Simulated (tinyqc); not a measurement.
Density and mobility of a removed layer (differential Hall).

Problem. For layers in parallel the sheet conductance g = 1/Rs and the product g mu_H (mu_H signed, unit Hall factors) are additive. Find the sheet density and mobility of the layer that was removed, and its share of the conductance.

Constants: q = 1.602176634e-19 C. Results are converted to the units shown.

Rs before and after removing the top layer (ohm/square): 32.057057  1095.0016
apparent mobility before and after, signed (cm^2/(V s)): 99.306626  1900

Solution. The differences give g1 = q n mu and g1 mu = q n mu^2; their ratio is mu and g1^2/(q g1 mu) is n.

sheet density = 4.200e15 cm^-2
mobility = 45.00 cm^2/(V s)
share of the conductance = 97.07 %

tinyqc, about 0.08 s, one thread, Intel Xeon 2.30GHz (shared host): `OMP_NUM_THREADS=1 python tinyqc.py 2850161 2850162 out.jsonl`
